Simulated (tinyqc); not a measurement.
Critical temperature from a phonon spectrum: McMillan, Allen-Dynes and the linearised Eliashberg equation: one step, computed by the program tinyqc. Command: `OMP_NUM_THREADS=1 python tinyqc.py 3001825 3001826 out.jsonl eliashberg walk`. One thread of a shared host (Intel(R) Xeon(R) Processor @ 2.30GHz), about 0.01 s of CPU time with the checks.

alpha^2 F(omega) = sum_i (lambda_i omega_i/2) delta(omega - omega_i), so that lambda = 2 int alpha^2 F/omega d omega = sum_i lambda_i.

Problem. The small kernel at the trial temperature. Linearised Eliashberg equation at omega_n = (2n + 1) pi k_B T, n = 0..N-1: lambda(j) = sum_i lambda_i omega_i^2/(omega_i^2 + (2 pi j k_B T)^2); K_mn = lambda(m - n) + lambda(m + n + 1) - 2 mu*(N) - delta_mn [2m + 1 + lambda(0) + 2 sum_(j=1..m) lambda(j)], with 1/mu*(N) = 1/mu* + ln(omega_rms/omega_N), omega_N = (2N + 1) pi k_B T. T_c is where the largest eigenvalue rho of K is zero.

Inputs (values chosen for the exercise, for a model metal):

| quantity | value | unit |
|---|---|---|
| peak energy omega_1 | 11 | meV |
| coupling lambda_1 | 0.867 | - |
| peak energy omega_2 | 22.3 | meV |
| coupling lambda_2 | 1.42 | - |
| Coulomb pseudopotential mu* | 0.1 | - |
| trial temperature | 23.1 | K |
| Matsubara points N in the small matrix | 5 | - |

Peaks in alpha^2 F: two.

omega_rms = 18.83185 meV

Constants: k_B = 8.617333262e-05 eV/K.

Give: lambda(j), j = 0, 1, ...; mu*(N); K.

Solution.

lambda(j), j = 0, 1, ...: 2.2870  1.4583  0.7693  0.4393  0.2753  0.1862  0.1335  0.1000  0.0775  0.0618

mu*(N) = 0.11488

K:
```
       1       2       3        4        5
1  0.229   1.998   0.979    0.485    0.232
2  1.998  -5.707   1.504    0.726    0.343
3  0.979   1.504  -9.499    1.362    0.640
4  0.485   0.726   1.362  -12.464    1.306
5  0.232   0.343   0.640    1.306  -15.052
```
